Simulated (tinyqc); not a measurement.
Inside a calculation. Method: RHF in the 6-31g basis, for H2, spin multiplicity 1. One step of it, computed by the program tinyqc.

Question. Orthogonalisation. S = U s U^T; symmetric (Loewdin) form X = U s^(-1/2) U^T, so that X^T S X = 1.

overlap S:
```
          1H 1s     1H 2s     2H 1s     2H 2s
1H 1s  1.000000  0.658292  0.180351  0.362741
1H 2s  0.658292  1.000000  0.362741  0.693673
2H 1s  0.180351  0.362741  1.000000  0.658292
2H 2s  0.362741  0.693673  0.658292  1.000000
```

Give: eigenvalues of S; X.

Answer.

eigenvalues of S: 0.1715  0.3842  0.9544  2.4898

X:
```
         1H 1s    1H 2s    2H 1s    2H 2s
1H 1s   1.2530  -0.5000  -0.0101   0.0250
1H 2s  -0.5000   1.5895   0.0250  -0.5854
2H 1s  -0.0101   0.0250   1.2530  -0.5000
2H 2s   0.0250  -0.5854  -0.5000   1.5895
```
